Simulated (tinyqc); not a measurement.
Inside a calculation. Method: empirical pseudopotential in a few plane waves. One step of it, computed by the program tinyqc.

Problem. Levels at k. Diagonalise the Hermitian matrix.

H(k) at k (eV), order +0+0+0, -1-1-1, -1-1+1, -1+1-1, -1+1+1, +1-1-1, +1-1+1, +1+1-1, +1+1+1, -2+0+0, +0-2+0, +0+0-2, +0+0+2, +0+2+0, +2+0+0:
```
[[1.839009, 1.904894, -1.904894, -1.904894, -1.904894, -1.904894, -1.904894, -1.904894, 1.904894, 0.000000, 0.000000, 0.000000, 0.000000, 0.000000, 0.000000],
 [1.904894, 21.826451, 0.000000, 0.000000, -0.748313, 0.000000, -0.748313, -0.748313, 0.000000, -1.904894, -1.904894, -1.904894, -0.557999, -0.557999, -0.557999],
 [-1.904894, 0.000000, 15.109360, 0.748313, 0.000000, 0.748313, 0.000000, 0.000000, -0.748313, -1.904894, -1.904894, 0.557999, 1.904894, -0.557999, -0.557999],
 [-1.904894, 0.000000, 0.748313, 13.143382, 0.000000, 0.748313, 0.000000, 0.000000, -0.748313, -1.904894, 0.557999, -1.904894, -0.557999, 1.904894, -0.557999],
 [-1.904894, -0.748313, 0.000000, 0.000000, 6.426291, 0.000000, 0.748313, 0.748313, 0.000000, 1.904894, -0.557999, -0.557999, -1.904894, -1.904894, 0.557999],
 [-1.904894, 0.000000, 0.748313, 0.748313, 0.000000, 21.826451, 0.000000, 0.000000, -0.748313, 0.557999, -1.904894, -1.904894, -0.557999, -0.557999, 1.904894],
 [-1.904894, -0.748313, 0.000000, 0.000000, 0.748313, 0.000000, 15.109360, 0.748313, 0.000000, -0.557999, 1.904894, -0.557999, -1.904894, 0.557999, -1.904894],
 [-1.904894, -0.748313, 0.000000, 0.000000, 0.748313, 0.000000, 0.748313, 13.143382, 0.000000, -0.557999, -0.557999, 1.904894, 0.557999, -1.904894, -1.904894],
 [1.904894, 0.000000, -0.748313, -0.748313, 0.000000, -0.748313, 0.000000, 0.000000, 6.426291, -0.557999, -0.557999, -0.557999, -1.904894, -1.904894, -1.904894],
 [0.000000, -1.904894, -1.904894, -1.904894, 1.904894, 0.557999, -0.557999, -0.557999, -0.557999, 18.222158, 0.748313, 0.748313, -0.748313, -0.748313, 0.000000],
 [0.000000, -1.904894, -1.904894, 0.557999, -0.557999, -1.904894, 1.904894, -0.557999, -0.557999, 0.748313, 26.905228, 0.748313, -0.748313, 0.000000, -0.748313],
 [0.000000, -1.904894, 0.557999, -1.904894, -0.557999, -1.904894, -0.557999, 1.904894, -0.557999, 0.748313, 0.748313, 24.939250, 0.000000, -0.748313, -0.748313],
 [0.000000, -0.557999, 1.904894, -0.557999, -1.904894, -0.557999, -1.904894, 0.557999, -1.904894, -0.748313, -0.748313, 0.000000, 11.505067, 0.748313, 0.748313],
 [0.000000, -0.557999, -0.557999, 1.904894, -1.904894, -0.557999, 0.557999, -1.904894, -1.904894, -0.748313, 0.000000, -0.748313, 0.748313, 9.539089, 0.748313],
 [0.000000, -0.557999, -0.557999, -0.557999, 0.557999, 1.904894, -1.904894, -1.904894, -1.904894, 0.000000, -0.748313, -0.748313, 0.748313, 0.748313, 18.222158]]
```

Give: eigenvalues.

Solution.

eigenvalues (eV): [-0.242, 4.070, 6.056, 7.422, 11.772, 12.744, 13.678, 14.092, 15.195, 19.527, 20.045, 20.318, 23.600, 26.130, 29.777]
